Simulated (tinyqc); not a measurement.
Inside a calculation. Model: leakage through a gate insulator: direct, Fowler-Nordheim, trap-assisted and Poole-Frenkel currents. Computed by tinyqc, a small Python program that keeps every step. Command: `OMP_NUM_THREADS=1 python tinyqc.py 3006180 3006181 out.jsonl oxideleak walk`. One thread of a shared host (Intel(R) Xeon(R) Processor @ 2.30GHz), about 0.01 s of CPU time with the checks. Intermediate numbers are printed to about 5 digits and carried at full precision; extremes and crossings named in words are read from the listed rows.

Electrons enter from the cathode Fermi level at x = 0; the conduction band of the insulator lies phi_b - e F x above it, F = V/t. WKB exponents use a parabolic band with mass m.

Inputs (values chosen for the exercise, with an insulator like HfO2):
```
quantity                          value   unit
thickness t                         6.3     nm
barrier phi_b                       1.5     eV
tunnelling mass m                  0.21    m_0
static constant eps_ox             21.2      -
optical constant eps_opt           4.31      -
voltage across the insulator V      1.7      V
trap depth phi_t                   0.79     eV
trap density N_t                5.7e+17  cm^-3
attempt rate nu_0                 7e+13    1/s
activation of capture E_a          0.31     eV
temperature T                       350      K
```

Constants: hbar^2/(2 m_0) = 3.80998212 eV angstrom^2; e = 1.602176634e-19 C; hbar = 1.054571817e-34 J s; k_B = 8.617333262e-05 eV/K; eps_0 = 8.8541878128e-12 F/m.

## Field and tunnelling without traps

For a level a distance phi(x) below the band, the WKB exponent is 2 int kappa dx with kappa = sqrt(m phi/(hbar^2/2m_0)); for a linear barrier from phi_1 down to phi_2 = max(phi_1 - e F d, 0) it is G = (4/3) sqrt(m/(hbar^2/2m_0)) (phi_1^(3/2) - phi_2^(3/2))/(e F). J_tun = e^3 F^2/(16 pi^2 hbar m phi_b) x exp(-G) / [1 - sqrt(phi_2/phi_b)]^2 with the free-electron mass in the cathode (m in m_0), phi_2 = max(phi_b - e V, 0): direct tunnelling for e V < phi_b, Fowler-Nordheim above. Image forces, back-flow and the limit on supply are left out, so J_tun is overstated below about 0.5 V. Equivalent oxide thickness = 3.9 t/eps_ox.

field F = 2.6984 MV/cm

equivalent oxide thickness = 1.1590 nm

WKB exponent G = 21.312

tunnelling current J_tun = 0.019785 A/cm^2

The barrier is a triangle 5.56 nm long: Fowler-Nordheim tunnelling.

## One trap at several depths

A trap at depth x lies phi_t below the band. Capture: tunnel at the cathode Fermi level from 0 to x (G_in from phi_1 = phi_b), rate nu_0 exp(-G_in - E_c/k_B T) with E_c = E_a + max(phi_b - phi_t - e F x, 0), the last term being the height of the trap above the cathode Fermi level. Emission: tunnel from the trap level to the anode (G_out from phi_1 = phi_t over t - x), rate nu_0 exp(-G_out - E_a/k_B T). Re-emission to the cathode follows from detailed balance, rate_back = rate_in exp(dE/k_B T) with dE = phi_b - phi_t - e F x. Each trap passes R = rate_in rate_out/(rate_in + rate_back + rate_out) electrons per second; filling from the anode is left out. Depths: t times 0.08, 0.2, 0.32, 0.44, 0.56, 0.68, 0.8 and 0.92, rounded to 0.01 nm.

Rates:
```
x (nm)    G_in   G_out  E_c (eV)  rate in (1/s)  rate back (1/s)  rate out (1/s)     R (1/s)
0.50     2.810  8.1455   0.88508     7.5906e-01       1.4489e+08      6.9781e+05  3.6381e-03
1.26     6.818  8.1455   0.68000     1.2370e+01       2.6311e+06      6.9781e+05  2.5930e+00
2.02    10.487  8.1455   0.47492     2.8333e+02       6.7151e+04      6.9781e+05  2.5837e+02
2.77    13.738  8.1455   0.31000     2.5986e+03       7.5048e+02      6.9781e+05  2.5862e+03
3.53    16.613  8.0437   0.31000     1.4674e+02       4.7221e-02      7.7257e+05  1.4671e+02
4.28    18.960  6.7394   0.31000     1.4030e+01       5.5017e-06      2.8471e+06  1.4030e+01
5.04    20.704  4.6437   0.31000     2.4531e+00       1.0718e-09      2.3151e+07  2.4531e+00
5.80    21.312  1.9949   0.31000     1.3360e+00       6.5042e-13      3.2728e+08  1.3360e+00
```

The most effective of these traps sits at 2.77 nm, 44 % of the way; where rate back exceeds rate out, re-emission drains the trap, and elsewhere the slower forward step limits R; here capture limits, and the best depth is where the trap level drops to the cathode Fermi level.

## Trap-assisted current

J_TAT = e N_t int_0^t R dx by the midpoint rule on 400 intervals; the most effective depth is the midpoint with the largest R, rounded to 0.01 nm.

trap-assisted current J_TAT = 1.9315e-05 A/cm^2

most effective depth = 2.64 nm

## Poole-Frenkel bound

Poole-Frenkel emission over the lowered barrier of a charged trap: lowering sqrt(e F/(pi eps_opt eps_0)); J_PF = e N_t^(2/3) nu_0 exp(-(phi_t - lowering)/k_B T), one sheet of traps emitting with supply unlimited (an upper bound).

barrier lowering = 0.60051 eV

Poole-Frenkel bound J_PF = 14406 A/cm^2

Caution: the film is too thin for the Poole-Frenkel picture (the lowering is a large part of the whole drop, or the traps are further apart than the film is thick), so J_PF is only nominal.

## Total without and with traps

J = J_tun + J_TAT (the Poole-Frenkel bound is not added); the ratio J/J_tun is the excess that stress-made traps add.

total current J = 0.019804 A/cm^2

J/J_tun = 1.0010

## Against voltage

The formulas are those given above.

Currents:
```
V (V)  F (MV/cm)  J_tun (A/cm^2)  J_TAT (A/cm^2)  best depth (nm)
0.76       1.206      2.3762e-06      4.0093e-11             2.69
1.53       2.429      1.5012e-03      4.9581e-06             2.92
2.30       3.651      9.4052e+00      4.9477e-04             1.95
3.07       4.873      8.7100e+02      5.4640e-03             1.46
3.84       6.095      1.4525e+04      2.6399e-02             1.17
4.61       7.317      1.0122e+05      8.4934e-02             0.98
5.39       8.556      4.3146e+05      2.1253e-01             0.84
6.16       9.778      1.3056e+06      4.3508e-01             0.75
6.93      11.000      3.1764e+06      7.7427e-01             0.67
```

Tunnelling without traps rules in every row. Over the range J_tun grows by 12.1 decades and J_TAT by 10.3. The highest rows may lie beyond breakdown.

## Against thickness at fixed field

The formulas are those given above.

Currents:
```
t (nm)   V (V)  J_tun (A/cm^2)  J_TAT (A/cm^2)
1.2     0.3238      4.0306e+06      2.1654e-08
1.6     0.4317      2.9655e+05      1.0694e-07
2.2     0.5937      8.8747e+03      1.3153e-06
3.0     0.8095      1.4875e+02      1.7076e-05
4.0     1.0794      2.1171e+00      1.9469e-05
5.5     1.4841      2.5159e-02      1.9316e-05
7.5     2.0238      1.9785e-02      1.9335e-05
10.0    2.6984      1.9785e-02      1.9362e-05
```

Between the first rows J_tun falls by 2.83 decades per nm. From t = phi_b/(e F) = 5.56 nm it stops changing, since a triangular barrier does not feel the thickness. J_TAT stays below J_tun at all these thicknesses. Below about 0.5 V the formula for J_tun, which has no back-flow, overstates the current.

Checks made by the program: the WKB exponent by quadrature (relative difference 3e-08); the integral with twice the points (relative difference 1e-04).
